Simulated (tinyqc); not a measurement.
# Changing the anneal temperature T

Model: dopants and charged point defects at anneal temperature: Fermi-level effect, clustering and pairing. Computed by tinyqc, a small Python program. Command: `OMP_NUM_THREADS=1 python tinyqc.py 3008046 3008047 out.jsonl pairing sweep`. One thread of a shared host (Intel(R) Xeon(R) Processor @ 2.30GHz), about 0.01 s of CPU time with the checks.

Boltzmann statistics and full ionisation of active dopants. Energies are counted from the valence band; the defect (a vacancy or self-interstitial) has five charge states, with all degeneracy factors one.

Inputs (values chosen for the exercise, with bands modelled on germanium):
```
quantity                                         value   unit
gap at 0 K E_g0                                  0.746     eV
Varshni alpha                                 0.000494   eV/K
Varshni beta                                       235      K
electron mass m_e                                0.225    m_0
valleys M_c                                          4      -
hole mass m_h                                    0.349    m_0
total dopant density N                         1.1e+18  cm^-3
formation enthalpy of the neutral defect H_f      1.94     eV
formation entropy S_f                              9.1    k_B
site density N_s                                 4e+22  cm^-3
```

Dopant: donor. Second part: pairing with a mobile impurity.

defect levels as fractions of E_g(T): (2+/+), (+/0), (0/-), (-/2-): 0.17  0.084  0.48  0.75

Constants: m_0 = 9.1093837015e-31 kg; k_B = 1.380649e-23 J/K; h = 6.62607015e-34 J s; k_B = 8.617333262e-05 eV/K.

Method:
- E_g = E_g0 - alpha T^2/(T + beta).
- N_c = 2 M_c (2 pi m_e k_B T/h^2)^(3/2) and N_v = 2 (2 pi m_h k_B T/h^2)^(3/2), masses in units of m_0.
- n_i = sqrt(N_c N_v) exp(-E_g/2 k_B T); E_i = E_g/2 + (k_B T/2) ln(N_v/N_c).
- No clustering: A = N.
- n = A/2 + sqrt(A^2/4 + n_i^2) for an active density A.
- chi = n/n_i (for acceptors n_i/p); E_F = E_i + k_B T ln chi; field enhancement h = 1 + A/sqrt(A^2 + 4 n_i^2).
- C_0 = N_s exp(S_f/k_B) exp(-H_f/k_B T). Ratios to the neutral state at E_F = E_i: r_+ = exp((E(+/0) - E_i)/k_B T), r_2+ = r_+ exp((E(2+/+) - E_i)/k_B T), r_- = exp((E_i - E(0/-))/k_B T), r_2- = r_- exp((E_i - E(-/2-))/k_B T); at other E_F state q scales as chi^(-q). The enhancement is sum r_q chi^(-q)/sum r_q. The charge on the defects is left out of neutrality.

One run for each value; columns: (1) anneal temperature T (K); (2) all defects, doped (cm^-3); (3) enhancement over intrinsic; (4) n_i (cm^-3); (5) active density A (cm^-3); (6) mean charge (e):
```
(1)        (2)    (3)        (4)       (5)     (6)
504  1.551e+09  56.10  2.133e+16  1.10e+18  -1.551
555  2.614e+10  15.71  5.755e+16  1.10e+18  -1.377
607  3.139e+11   5.84  1.353e+17  1.10e+18  -1.195
658  2.769e+12   2.89  2.779e+17  1.10e+18  -1.013
710  2.151e+13   1.81  5.256e+17  1.10e+18  -0.843
761  1.408e+14   1.39  9.102e+17  1.10e+18  -0.713
813  8.272e+14   1.21  1.495e+18  1.10e+18  -0.615
864  4.040e+15   1.12  2.311e+18  1.10e+18  -0.540
```

What does the table show, and why?

Over the rows, all defects, doped (cm^-3) rises from 1.55e9 to 4.04e15 (exponent d ln y / d ln x 29 between the first rows and 26 between the last); enhancement over intrinsic falls from 56.1 to 1.12 (exponent d ln y / d ln x -13 between the first rows and -1.3 between the last); n_i (cm^-3) rises from 2.13e16 to 2.31e18 (exponent d ln y / d ln x 10 between the first rows and 7.2 between the last). A line through ln(all defects) against 1/(k_B T) gives 1.54 eV, against H_f = 1.94 eV for the neutral state alone.
